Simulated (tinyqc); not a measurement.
In-plane mass from two subband densities.

Problem. At zero temperature each occupied subband holds N_k = D (EF - E_k), D = md m0 q/(pi hbar^2) per eV. Two subbands are occupied. Find md, EF - E1 and EF - E2.

Constants: q = 1.602176634e-19 C, hbar = 1.054571817e-34 J s, m0 = 9.1093837015e-31 kg. Results are converted to the units shown.

N1, N2 (cm^-2): [1.0111884e12, 8.4e10]
E2 - E1 = 53.1 meV

Solution. N1 - N2 = D (E2 - E1) gives D and so md; each N_k/D is a distance to EF.

md = 0.04180 m0
EF - E1 = 57.91 meV
EF - E2 = 4.811 meV

Numbers from tinyqc (`OMP_NUM_THREADS=1 python tinyqc.py 2140038 2140039 out.jsonl`; about 0.2 s on one thread of a shared Intel Xeon 2.30GHz).
